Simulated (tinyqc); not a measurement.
A ladder of methods, and size consistency: correlation methods against full CI in the 3-21g basis, for He, spin multiplicity 1. Computed by the program tinyqc with PySCF. All electrons correlated; +Q is the Davidson correction (1 - c0^2) E_corr. The last columns treat two copies 100 angstrom apart as one system. FCI is the lowest singlet.

Geometry (angstrom):
```
atom,x,y,z
He,0.0000,0.0000,0.0000
```

RHF energy of one = -2.835680 hartree

Correlation energies (hartree):
```
method,E_corr of one,share of FCI (%),E_corr of two at 100 angstrom,two minus twice one (mhartree)
MP2,-0.011497,77.1749,-0.022993,0.0000
CISD,-0.014897,100.0000,-0.029698,0.0954
CISD+Q,-0.014945,100.3223,-0.029888,0.0018
CCSD,-0.014897,100.0000,-0.029794,0.0000
CCSD(T),-0.014897,100.0000,-0.029794,0.0000
FCI,-0.014897,100.0000,-,-
```

What does the comparison show, and why?

MP2 recovers 77 %, CISD 100.0 % and CCSD 100.0 % of the FCI value (c0^2 = 0.997 in CISD). MP2 and coupled cluster are size consistent, so their last column vanishes; CISD loses 0.10 mhartree, since a double excitation on each copy is a quadruple of the pair, and the Davidson correction leaves +0.00. With two electrons, or one virtual orbital, CISD and CCSD are exact for one copy, so +Q overshoots there.
